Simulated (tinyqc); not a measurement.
Inside a calculation: Koster-Slater impurity in an sp3s* host. Values are carried at full precision from step to step, so a last printed digit may differ when a step is redone from the rounded ones.

sp3s* tight binding, nearest neighbours only: anion (a) at 0, cation (c) at a/4 (1,1,1), orbitals s, px, py, pz, s* on each; k in units of 2 pi/a. With phases e_j = exp(i (pi/2) k.n_j) for n = (1,1,1), (1,-1,-1), (-1,1,-1), (-1,-1,1): g0 = (e1+e2+e3+e4)/4, g1 = (e1+e2-e3-e4)/4, g2 = (e1-e2+e3-e4)/4, g3 = (e1-e2-e3+e4)/4. The diagonal holds the levels Esa, Epa, Exa (s*) and Esc, Epc, Exc. Anion-cation block: <sa|sc> = Vss g0; <sa|xc> = Vsapc g1; <xa|sc> = -Vscpa g1; <xa|xc> = Vxx g0; <xa|yc> = <ya|xc> = Vxy g3, <xa|zc> = <za|xc> = Vxy g2, <ya|zc> = <za|yc> = Vxy g1; <s*a|xc> = Vxapc g1; <xa|s*c> = -Vpaxc g1; y and z take g2 and g3 in place of g1; s-s* and s*-s* vanish.

Values chosen for the exercise (out of a larger set: near a published set for GaAs; not measured data):
- p = (-8.372, 1.037, -2.637, 3.671, 8.659, 6.69, -6.462, 1.958, 5.078, 4.514, 5.772, 4.846, 4.811) eV (order Esa, Epa, Esc, Epc, Exa, Exc, Vss, Vxx, Vxy, Vsapc, Vscpa, Vxapc, Vpaxc)
- N = 5 (mesh)
- V = -8.4 eV (shift of the s level)

## The gap of the host

Gaps from the top of the valence band to Gamma, to the minimum on (x,0,0) from 0.5 to 1, and to L; the smallest is Eg.

top of the valence band on the scale of the parameters = -0.0057 eV

gaps (eV): Gamma 1.5709, Delta 2.0689, L 1.7107

Eg (smallest gap of the host) = 1.5709 eV

## Where the weight lies

A defect on a cation site (c) shifts the s level there by Vs or the three p levels by Vp and leaves the rest. A level in the gap solves 1/Vs = G_s(E) (symmetry A1) or 1/Vp = G_p(E) (T2, threefold), with G(E) = (1/N^3) sum over k and bands of w/(E - e), where w is the weight of the state on the s orbital of that site, or the mean weight on its px, py, pz. Mesh: k = f1 (-1,1,1) + f2 (1,-1,1) + f3 (1,1,-1), f = (j + 1/2)/N, j = 0 to N - 1. Energies from the top of the valence band at Gamma; the s* orbital of the site is left as it is. An infinite shift removes the s or p orbitals, the model of the ideal vacancy: G(E) = 0.

For each band: mean energy over the mesh and summed weights; each column of weights adds to one.

Bands:
```
band  mean energy (eV)  s weight  p weight
1              -10.884    0.1506    0.0203
2               -6.125    0.3766    0.0287
3               -2.270    0.0070    0.1162
4               -1.806    0.0035    0.1117
5                2.196    0.2572    0.1022
6                3.022    0.1530    0.0946
7                6.526    0.0002    0.2181
8                6.944    0.0002    0.2077
9                9.463    0.0491    0.0068
10              11.455    0.0026    0.0938
```

The filled bands hold 0.538 of the s orbital and 0.277 of each p orbital of the cation. Filled states add positive terms to G in the gap and empty ones negative terms.

## Green functions across the gap

G at nine energies E = Eg j/8.

G(E) (1/eV):
```
E (eV)       G_s       G_p
0.0000  -0.09775  -0.00422
0.1964  -0.11723  -0.03587
0.3927  -0.13975  -0.05987
0.5891  -0.16666  -0.08244
0.7854  -0.19995  -0.10584
0.9818  -0.24294  -0.13206
1.1782  -0.30170  -0.16387
1.3745  -0.38925  -0.20661
1.5709  -0.54427  -0.27422
```

Both fall with E, as dG/dE = -sum w/(E - e)^2 demands. G_s keeps its sign, so the vacancy has no level of this symmetry in the gap. G_p keeps its sign, so the vacancy has no level of this symmetry in the gap on this mesh; it nearly vanishes at an edge, where a finer mesh may put a level.

## A first estimate from the table

A defect that shifts the s level of its cation site by V has a level where the host Green function G_s(E) equals 1/V; E is counted from the top of the valence band. Find it by linear interpolation between the two rows that bracket it.

1/V = -0.11905 1/eV
estimated level = 0.212 eV

## The level and its weight on the defect

Solve by bisection with the full sum. The weight of the bound state on the shifted orbital is G^2/(-G'), which is also dE/dV.

level = 0.2134 eV
G'(E) = -0.10737 1/eV^2
weight on the defect orbital = 0.1320

The level lies 0.213 eV above the valence band and 1.357 eV below the conduction band. Only 13.2 % of it sits on the shifted orbital, the rest on other orbitals (the s* of the same site among them), so a shift of 1 eV moves the level by about 132 meV.

## Checks

- Sum of the s weights over all bands against one: both 1.00000.
- First moment of the s weights against the s level of the site, on the scale of the parameters: both -2.63700.

Program tinyqc; command `OMP_NUM_THREADS=1 python tinyqc.py 1450263 1450264 out.jsonl`; about 0.01 s on one thread of a shared Intel(R) Xeon(R) Processor @ 2.30GHz.
